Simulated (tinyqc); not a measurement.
Worked calculation: band offset of a heterojunction with an interface dipole (two-band chains, self-consistent charge). Values are carried at full precision from step to step, so a last printed digit may differ when a step is redone from the rounded ones.

Sites alternate A, C. Left: A at -G1/2, C at +G1/2, hopping -t1; right: A at D - G2/2, C at D + G2/2, hopping -t2; the bonds across the two interfaces of a ring (C left to A right, C right to A left) have -sqrt(t1 t2). D is the offset of the mid-gaps, so Ev(right) - Ev(left) = D - (G2 - G1)/2 and Ec(right) - Ec(left) = D + (G2 - G1)/2. The closing bond has its sign reversed (antiperiodic ring). Half the levels are filled with two electrons each. The charge moved is q = (electrons on the left) less one a site; the mean over the two interfaces, q/2, is taken as the charge that crosses each, and its dipole opposes the offset: D = D0 - u q/2.

Values chosen for the exercise (gaps near those of Si and SiO2; the chains and D0 are free models, so the offsets are not those of the real pair; shifted at random, so the results belong to these values and not to a real crystal): G1 = 1.13 eV (gap on the left); G2 = 9.4 eV (gap on the right); t1 = 2.47 eV (hopping on the left); t2 = 2.11 eV (hopping on the right); D0 = -1.31 eV (mid-gap of the right side above that of the left, without dipole); n = 2 (cells a side in the small ring); u = 7.3 eV (potential step per electron moved across); mx = 0.3 (mixing).

## The small ring at D = D0

Fill in H.

H (eV), lower triangle:
```
         AL1      CL1      AL2      CL2      AR1      CR1      AR2     CR2
AL1  -0.5650
CL1  -2.4700   0.5650
AL2        0  -2.4700  -0.5650
CL2        0        0  -2.4700   0.5650
AR1        0        0        0  -2.2829  -6.0100
CR1        0        0        0        0  -2.1100   3.3900
AR2        0        0        0        0        0  -2.1100  -6.0100
CR2   2.2829        0        0        0        0        0  -2.1100  3.3900
```

## Levels and site charges

Diagonalise, fill the lower half with two electrons each, and sum the electrons on the left (L) less one a site.

levels (eV): -7.4461  -6.6653  -3.9729  -1.8633  1.5701  3.4747  4.4343  5.2285

electrons on the sites: AL1 1.3559, CL1 0.6918, AL2 1.2675, CL2 0.5978, AR1 1.8304, CR1 0.1524, AR2 1.8566, CR2 0.2476

q = -0.0870 electrons

Electrons move to the right, the side whose mid-gap lies lower.

## Self-consistent offset

From here on the ring has 24 cells a side.

Start at D = D0; D(out) = D0 - u q(D)/2; D(new) = D + mx (D(out) - D); stop when |D(out) - D| < 1e-7 eV.

Iterations:

| i | D (eV) | q | D(out) (eV) | D(out) - D |
|---|---|---|---|---|
| 0 | -1.31000 | -0.09619 | -0.95891 | 0.351 |
| 1 | -1.20467 | -0.08778 | -0.98961 | 0.215 |
| 2 | -1.14015 | -0.08271 | -1.00809 | 0.132 |
| 3 | -1.10053 | -0.07964 | -1.01933 | 0.0812 |
| 4 | -1.07617 | -0.07775 | -1.02620 | 0.0500 |
| 5 | -1.06118 | -0.07660 | -1.03041 | 0.0308 |
| 6 | -1.05195 | -0.07589 | -1.03300 | 0.0189 |
| 7 | -1.04627 | -0.07545 | -1.03459 | 0.0117 |
| 8 | -1.04276 | -0.07519 | -1.03557 | 0.00719 |
| ... | ... | ... | ... | ... |
| 28 | -1.03714 | -0.07476 | -1.03714 | 4.47e-07 |
| 29 | -1.03714 | -0.07476 | -1.03714 | 2.76e-07 |
| 30 | -1.03714 | -0.07476 | -1.03714 | 1.70e-07 |
| 31 | -1.03714 | -0.07476 | -1.03714 | 1.05e-07 |
| 32 | -1.03714 | -0.07476 | -1.03714 | 6.45e-08 |

D = -1.0371 eV

Converged at i = 32: the dipole removes 21 % of the starting offset.

## Linear response

chi = (q(+h) - q(-h))/(2h) at D = 0 with h = 0.01 eV; S = 1/(1 + u chi/2); linear estimate D = S D0.

chi = 0.06987 1/eV
S = 0.7968
linear estimate of D = -1.0438 eV

The self-consistent value is -1.0371 eV, +6.6 meV from the estimate. At D = 0 no net charge crosses: the mid-gaps are the neutrality levels of these symmetric chains.

## The line-up

Ev(right) - Ev(left) = D - (G2 - G1)/2 and Ec(right) - Ec(left) = D + (G2 - G1)/2, for D0, for the self-consistent D and for D = 0. Type I: the offsets have opposite signs; type III: one valence edge lies above the other conduction edge; else type II.

Offsets (eV):

| case | D | valence | conduction | type |
|---|---|---|---|---|
| no dipole | -1.310 | -5.445 | 2.825 | type I (straddling) |
| self-consistent | -1.037 | -5.172 | 3.098 | type I (straddling) |
| neutrality levels aligned | 0.000 | -4.135 | 4.135 | type I (straddling) |

The dipole shifts both offsets alike and leaves the type.

## Checks

- q at D = 0 against zero, as particle-hole symmetry demands: both 0.000000.
- q at the self-consistent D on 24 against 48 cells a side: both -0.0748.

(tinyqc, `OMP_NUM_THREADS=1 python tinyqc.py 1481385 1481386 out.jsonl`, Intel(R) Xeon(R) Processor @ 2.30GHz, 1 thread, shared host, about 0.4 s.)
